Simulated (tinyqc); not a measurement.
Energy and delay of logic against supply voltage: two steps of the calculation.

One expression serves below and above threshold: I(Vg) = Ik [ln(1 + exp((Vg - VT + dd V)/(al nf Vt)))]^al, with I_on = I(V) and I_off = I(0). Gate delay td = kd C V/I_on, clock period LD td. Per gate and cycle the switching energy is act C V^2 and the leakage energy I_off V LD td. No short-circuit current, no variation. Minima are sought above 0.09 V; below a few Vt gates no longer switch and the model has no meaning.

Values chosen for this exercise; values of the order met in logic technologies: temperature T = 358 K; threshold voltage at zero drain bias VT = 0.28 V; slope factor nf = 1.18; barrier lowering per volt of supply dd = 0.11; specific current of a gate Ik = 1.2 uA; exponent of the current law al = 1.44; load capacitance of a gate C = 0.44 fF; delay factor kd = 1.1; logic depth LD = 16; activity factor act = 0.02; supply voltage V = 0.49 V.

Constants: q = 1.602176634e-19 C, kB = 1.380649e-23 J/K, Vt = kB T/q. Results are converted to the units shown.

Problem 1. Currents, delay and energies. I_on, I_off, td, clock frequency 1/(LD td), both energies and their sum.

Wanted: I_on; I_off; td; clock frequency; switching energy; leakage energy; energy.

Solution 1.

I_on = 12.325 uA
I_off = 2.3857 nA
td = 19.243 ps
clock frequency = 3.2480 GHz
switching energy = 2.1129 aJ
leakage energy = 0.35990 aJ
energy = 2.4728 aJ

I_on/I_off = 5170; leakage makes up 14.6 % of the energy.

Problem 2. New V. Minimum-energy supply: E(V) is the energy per gate and cycle; with h = 0.001 V, E' = (E(V + h) - E(V - h))/(2 h), E'' = (E(V - h) - 2 E(V) + E(V + h))/h^2, V(new) = V - E'/E''.

V at the start = 0.25 V

Find: E'; E''; V after iteration 1.

Solution 2.

E' = -4.947 aJ/V
E'' = 180.9 aJ/V^2
V after iteration 1 = 0.2774 V

Program tinyqc, `OMP_NUM_THREADS=1 python tinyqc.py 2082056 2082057 out.jsonl`; Intel Xeon 2.30GHz, shared host, one thread, about 0.01 s.
